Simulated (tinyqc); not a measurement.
Thermal, flicker and telegraph noise of a field-effect transistor: one step, computed by the program tinyqc.

Strong inversion, threshold roll-off and channel-length modulation left out; noise sources are uncorrelated and are given as one-sided spectral densities.

Task: How many traps? Active traps per decade of time constant: N_dec = N_t k_B T W L lambda ln(10); a single trap at the interface shifts the threshold by e/(W L C_ox) and the current by g_m times that; tunnelling depth for frequency f, z = lambda ln(1/(2 pi f tau_0)), tau_0 = 1e-10 s.

Inputs (values chosen for the exercise, modelled on a high-k silicon transistor):

| quantity | value | unit |
|---|---|---|
| width W | 0.2 | micrometre |
| length L | 25 | nm |
| electrical oxide thickness t | 1.5 | nm |
| oxide trap density N_t | 1.7e+16 | 1/(eV cm^3) |
| frequency f | 1000 | Hz |
| temperature T | 400 | K |

Operating region: saturation. Flicker model: Hooge.

tunnelling length lambda = 1.285939 angstrom

C_ox = 2.302089 microfarad/cm^2

g_m = 349.7988 microsiemens

drain current I = 210.8751 microampere

Constants: k_B = 8.617333262e-05 eV/K; e = 1.602176634e-19 C.

Give: traps per decade; threshold step of one trap; current step of one trap; depth probed at f.

Result:

traps per decade = 8.675e-04

threshold step of one trap = 1.392 mV

current step of one trap = 0.2309 %

depth probed at f = 1.836 nm

With fewer than one trap per decade the spectrum is not a smooth 1/f but a few Lorentzians, seen in time as telegraph steps, and S_Vfb is only the mean over many devices. Caution: the probed depth exceeds the electrical oxide thickness, so in a plain SiO2 film traps would exchange with the gate and the 1/f law flattens.
